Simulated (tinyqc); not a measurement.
# Strained alloy layer of GaSb and GaAs on (001) InP, model-solid band line-up: transition against well width

The layer is x parts of the first compound and 1 - x of the second, grown coherently on the third as substrate and barrier. Rows of the table: lattice constant a, average valence level Ea on an absolute scale, spin-orbit splitting so, gaps at Gamma, X and L, hydrostatic deformation potentials av and ac (Gamma), shear potential b, elastic constants, electron and heavy-hole (along z) masses. All are interpolated linearly in x; gaps get -C x (1 - x), taken wholly in the conduction band; real line-ups can differ from this model by 0.1 eV or more.

In-plane strain e = (a_substrate - a)/a, e_z = -2 (c12/c11) e, volume change 2 e + e_z. With v = 2 e + e_z and d = 2 b (e_z - e): Eav = Ea + av v; E_hh = Eav + so/3 - d/2; E_lh = Eav - so/6 + d/4 + sqrt(so^2 + so d + 9 d^2/4)/2; E_c = Ea + so/3 + EG + ac v (Gamma). Substrate: E_v = Ea + so/3, E_c = E_v + EG. Well depths: dEc = E_c(substrate) - E_c, dEhh = E_hh - E_v(substrate), dElh likewise; strained Gamma gap E_c - max(E_hh, E_lh); positive values confine carriers in the layer. Lowest level of a finite well of width Lw and depth V: kw Lw/2 = arctan(sqrt((mw/mb)(V - E)/E)), kw = sqrt(mw E/C), C = hbar^2/(2 m0), for electrons (dEc) and heavy holes (dEhh), mb from the substrate; transition E_c - E_hh + both levels, without exciton binding; wavelength h c/E.

Values chosen for this exercise:

| symbol | value | unit | meaning |
|---|---|---|---|
| x | 0.42 |  | fraction of the first compound in the layer |
| CG | 1.43 | eV | bowing of the Gamma gap |
| CX | 1.2 | eV | bowing of the X gap |
| CL | 1.2 | eV | bowing of the L gap |

Constants: q = 1.602176634e-19 C, hbar = 1.054571817e-34 J s, h = 6.62607015e-34 J s, m0 = 9.1093837015e-31 kg, c = 299792458 m/s, hbar^2/(2 m0) = 0.0380998212 eV nm^2. Results are converted to the units shown.

Binary compounds, values chosen for the exercise:
```
              close to GaSb  close to GaAs  close to InP
a (angstrom)          6.096          5.653         5.869
Ea (eV)               -6.25          -6.92         -7.04
so (eV)               0.752          0.336          0.11
EG (eV)               0.725           1.42          1.34
EX (eV)                1.03            1.9          2.17
EL (eV)               0.811            1.7          1.92
av (eV)               0.793           1.15          1.26
ac (eV)               -6.92          -7.19         -4.97
b (eV)                   -2          -1.72         -1.72
c11 (GPa)              87.3            119           101
c12 (GPa)              40.1           53.6            56
me (m0)              0.0392         0.0676        0.0796
mh (m0)               0.251          0.353         0.536
```

Transition against well width:
```
Lw (nm)  electron level (meV)  heavy-hole level (meV)  transition energy (eV)  wavelength (nm)
1.5                     60.49                   159.4                  0.9723             1275
2.1                     56.97                   107.4                  0.9168             1352
3                       51.13                   66.66                  0.8702             1425
4.3                     42.98                   39.10                  0.8345             1486
6.1                     33.74                   22.32                  0.8085             1533
8.7                     24.44                   12.19                  0.7891             1571
12                      17.14                   6.881                  0.7765             1597
18                      10.14                   3.264                  0.7659             1619
25                      6.283                   1.756                  0.7605             1630
```

What does the comparison show?

The wavelength rises from 1275 to 1630 nm, towards 1648 nm for E_c - E_hh alone. The electron level goes as Lw^(-0.18) in the thinnest wells, where it reaches 93.2 % of the depth dEc = 64.9 meV, and as Lw^(-1.46) in the widest. One monolayer (a/2) more shifts the transition by about -10 meV at Lw = 3 nm. For Lw = 25 the layer exceeds hc = 22.5 nm, the single-layer Matthews-Blakeslee thickness for this strain (a capped well tolerates about twice as much).

tinyqc, about 0.01 s, one thread, Intel Xeon 2.30GHz (shared host): `OMP_NUM_THREADS=1 python tinyqc.py 2690117 2690118 out.jsonl`
